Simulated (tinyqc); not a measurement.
Changing the anneal time t: kinetics of strain relaxation and threading dislocations in mismatched semiconductor layers. Computed by tinyqc, a small Python program. Command: `OMP_NUM_THREADS=1 python tinyqc.py 3000778 3000779 out.jsonl threading sweep`. One thread of a shared host (Intel(R) Xeon(R) Processor @ 2.30GHz), about 0.01 s of CPU time with the checks.

60-degree dislocations on {111} planes of a (001) layer, isotropic elasticity. The Schmid factor is 1/sqrt(6), and a misfit segment relieves strain with b/2.

Inputs (values chosen for the exercise, for a model layer): misfit f = 0.0113; shear modulus G = 45 GPa; Poisson ratio nu = 0.32; Burgers vector b = 4.05 angstrom; glide activation energy Q = 1.13 eV; velocity prefactor v0 = 12000 m/s per MPa; layer thickness h = 200 nm; anneal temperature T = 615 K; initial thread density rho_0 = 140000 1/cm^2; multiplication constant delta = 2700 1/m.

Sources: fixed density of threads.

Constants: k_B = 8.617333262e-05 eV/K.

Method:
- Excess resolved stress tau = (1/sqrt 6) [2 G (1 + nu)/(1 - nu)] (e - e_eq), e_eq = b (1 - nu/4) [ln(h/b) + 1]/(4 pi (1 + nu) h), the Matthews-Blakeslee strain of an uncapped layer; glide velocity v = v0 tau exp(-Q/(k_B T)), tau in MPa.
- Threads run in two directions, so de/dt = -(b/4) rho v, with rho fixed. With x = e - e_eq, x0 = f - e_eq (fully strained at t = 0) and v = m S x (m the mobility, S x = tau): x = x0 exp(-t/t_r), t_r = 4/(b rho_0 m S).
- The half time is that at which x = x0/2.

One run for each value:
```
anneal time t (s)  share of the excess strain relieved (%)  strain left e  thread density (1/cm^2)
0.52                                                  3.41        0.01094                   140000
0.91                                                  5.89        0.01068                   140000
1.60                                                 10.12        0.01024                   140000
2.80                                                 17.03        0.00951                   140000
5.00                                                 28.34        0.00833                   140000
8.70                                                 44.01        0.00668                   140000
15.00                                                63.21        0.00467                   140000
27.00                                                83.47        0.00254                   140000
47.00                                                95.64        0.00127                   140000
83.00                                                99.60        0.00085                   140000
```

What does the table show, and why?

Over the rows, share of the excess strain relieved (%) rises from 3.41 to 99.6 (exponent d ln y / d ln x 0.98 between the first rows and 0.071 between the last); strain left e falls from 0.0109 to 8.50e-4 (exponent d ln y / d ln x -0.043 between the first rows and -0.70 between the last); thread density (1/cm^2) does not change. The excess strain decays exponentially.

Caution (rows 0.910, 1.60, 2.80, 5.00, 8.70, 15.0, 27.0, 47.0, 83.0): blocking of threads by crossing misfit lines, left out here, leaves real layers with more strain.

Extremes, crossings and ranges named in words are read from the listed rows.
